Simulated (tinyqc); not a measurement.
# Changing the wavelength

Model: surface photovoltage measurement of the minority-carrier diffusion length in a wafer. Computed by tinyqc, a small Python program. Command: `OMP_NUM_THREADS=1 python tinyqc.py 3130517 3130518 out.jsonl spv sweep`. One thread of a shared host (Intel(R) Xeon(R) Processor @ 2.30GHz), about 0.02 s of CPU time with the checks.

Low injection, steady light, a depletion layer much thinner than 1/alpha and L. The excess density dn is taken at the front edge of the neutral region; light that reaches the back is lost.

Inputs (values chosen for the exercise, modelled on p-type silicon at room temperature):
```
quantity                                             value        unit
diffusion length L                                     340  micrometre
wafer thickness W                                      625  micrometre
diffusivity D                                         26.2      cm^2/s
front recombination velocity S_f                      1600        cm/s
back recombination velocity S_b                     850000        cm/s
photon flux entering                               4.5e+12  1/(cm^2 s)
minority density at the surface barrier scale n_0  8.9e+10      1/cm^3
temperature T                                          298           K
```

Constants: k_B = 8.617333262e-05 eV/K.

Method:
- alpha = (84.732/lambda - 76.417)^2 per cm with lambda in micrometre (an empirical fit for silicon between 0.7 and 1.05 micrometre).
- Thick wafer: dn = Phi L/((S_f + D/L)(L + 1/alpha)). Finite wafer, with s = S_b L/D, w = W/L, a = alpha L: dn = [Phi a/(a^2 - 1)] [a - B - exp(-alpha W)(a - s)/(cosh w + s sinh w)]/(S_f + B D/L), B = (sinh w + s cosh w)/(cosh w + s sinh w).
- Photovoltage V = (k_B T/e) ln(1 + dn/n_0). Lifetime = L^2/D.

One run for each value:
```
wavelength (nm)  dn, finite wafer (1/cm^3)  penetration depth 1/alpha (micrometre)  dn, thick wafer (1/cm^3)
780                             1.8126e+09                                    9.64                1.8459e+09
811                             1.7960e+09                                   12.70                1.8299e+09
842                             1.7728e+09                                   17.05                1.8076e+09
874                             1.7382e+09                                   23.73                1.7744e+09
905                             1.6885e+09                                   33.76                1.7268e+09
936                             1.6119e+09                                   50.24                1.6539e+09
968                             1.4835e+09                                   80.93                1.5333e+09
999                             1.2725e+09                                  141.73                1.3398e+09
1030                            9.2079e+08                                  292.50                1.0204e+09
```

Over the rows, dn, finite wafer (1/cm^3) falls from 1.81e9 to 9.21e8 (exponent d ln y / d ln x -0.24 between the first rows and -11 between the last); penetration depth 1/alpha (micrometre) rises from 9.64 to 292 (exponent d ln y / d ln x 7.1 between the first rows and 24 between the last); dn, thick wafer (1/cm^3) falls from 1.85e9 to 1.02e9 (exponent d ln y / d ln x -0.22 between the first rows and -8.9 between the last).
